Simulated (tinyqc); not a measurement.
Electron continuity equation in a given potential, Scharfetter-Gummel discretisation: three discretisations compared.

Steady state in one dimension: J = q mu n E + q D dn/dx with E = -dpsi/dx and D = mu Vt, dJ/dx = 0, fixed densities nL and nR at the ends. The potential is given, psi = 0 for x < L/2 and U (2 x/L - 1) beyond, and is not changed by the electrons.

9 equal intervals. Fluxes J_i = (q D/h)(n_(i+1) P_i - n_i Q_i), d_i = (psi_(i+1) - psi_i)/Vt: Scharfetter-Gummel P = B(d), Q = B(-d), B(d) = d/(exp(d) - 1); central P = 1 - d/2, Q = 1 + d/2; upwind P = 1 + max(-d, 0), Q = 1 + max(d, 0). Balance at each inner node: J_i - J_(i-1) = 0. The reference is Scharfetter-Gummel on 1800 intervals.

Inputs (values chosen for the exercise); mobility close to that of silicon at room temperature:

| symbol | value | unit | meaning |
|---|---|---|---|
| T | 450 | K | temperature |
| mu | 1340 | cm^2/(V s) | electron mobility |
| L | 0.11 | um | length of the region |
| nL | 1.2e13 | cm^-3 | density at x = 0 |
| nR | 2.2e14 | cm^-3 | density at x = L |
| U | -0.27 | V | potential difference psi(L) - psi(0) |

Constants: q = 1.602176634e-19 C, kB = 1.380649e-23 J/K, Vt = kB T/q. Results are converted to the units shown.

Densities (cm^-3):

| node | Scharfetter-Gummel | central | upwind | reference |
|---|---|---|---|---|
| 0 | 1.2000e13 | 1.2000e13 | 1.2000e13 | 1.2000e13 |
| 1 | 3.5035e14 | 3.5214e14 | 3.2700e14 | 3.5047e14 |
| 2 | 6.8869e14 | 6.9228e14 | 6.4200e14 | 6.8894e14 |
| 3 | 1.0270e15 | 1.0324e15 | 9.5699e14 | 1.0274e15 |
| 4 | 1.3654e15 | 1.3726e15 | 1.2720e15 | 1.3659e15 |
| 5 | 8.6548e14 | 8.5214e14 | 8.9477e14 | 8.2604e14 |
| 6 | 3.5633e14 | 3.0053e14 | 4.7493e14 | 3.4800e14 |
| 7 | 2.4797e14 | 2.3013e14 | 3.1011e14 | 2.4626e14 |
| 8 | 2.2491e14 | 2.2115e14 | 2.4540e14 | 2.2461e14 |
| 9 | 2.2000e14 | 2.2000e14 | 2.2000e14 | 2.2000e14 |

Largest errors as a share of the largest reference density listed: Scharfetter-Gummel 2.9 %, central 3.5 %, upwind 9.3 %. The largest |d| is 1.55. Upwinding stays positive but acts as if D were larger by the factor 1 + |d|/2, up to 1.77 here.

Range of the model: The drift velocity mu E exceeds 1e7 cm/s somewhere, where real mobilities no longer stay constant.

Program tinyqc, `OMP_NUM_THREADS=1 python tinyqc.py 2220061 2220062 out.jsonl`; Intel Xeon 2.30GHz, shared host, one thread, about 0.01 s.
